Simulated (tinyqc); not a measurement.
# Changing the tilt angle theta

Model: straight dislocations in isotropic elasticity: fields, energies, partials, Peierls stress and walls. Computed by tinyqc, a small Python program. Command: `OMP_NUM_THREADS=1 python tinyqc.py 3004466 3004467 out.jsonl disloc sweep`. One thread of a shared host (Intel(R) Xeon(R) Processor @ 2.30GHz), about 0.01 s of CPU time with the checks.

The line runs along z, the glide plane is y = 0, and beta is the angle between b and the line (0 screw, 90 degrees edge): b_e = b sin(beta) along +x with the extra half plane at y > 0, b_s = b cos(beta). Stress is positive in tension.

Inputs (values chosen for the exercise, modelled on aluminium):
```
quantity          value      unit
shear modulus G    25.3       GPa
Poisson ratio nu  0.339         -
Burgers vector b  2.863  angstrom
core radius r0/b    1.5         -
```

Method. A symmetric tilt wall of edge dislocations has the spacing h = b/(2 sin(theta/2)); Read-Shockley: gamma_b = E0 theta (A - ln theta), E0 = G b/(4 pi (1 - nu)), A = 1 + ln(b/(2 pi r0)), theta in radians.

One run for each value:
```
tilt angle theta (degrees)  boundary energy (mJ/m^2)  spacing h (nm)
0.20                                           13.44           82.02
0.34                                           20.10           48.25
0.59                                           29.92           27.80
1.00                                           42.69           16.40
1.70                                           58.84            9.65
3.00                                           77.91            5.47
5.10                                           91.25            3.22
8.70                                           84.95            1.89
15.00                                          22.11            1.10
```

Over the rows, boundary energy (mJ/m^2) goes from 13.4 through a maximum among these rows, 91.3 at 5.10, to 22.1; spacing h (nm) falls from 82.0 to 1.10 (exponent d ln y / d ln x about -1.00 throughout). The energy per dislocation, gamma_b h, falls as the wall gets denser, because neighbours screen each other beyond h.

Caution (rows 5.10, 8.70, 15.0): towards the maximum of the Read-Shockley curve the spacing is no longer large against the core size, so the formula is only rough.

Extremes, crossings and ranges named in words are read from the listed rows.
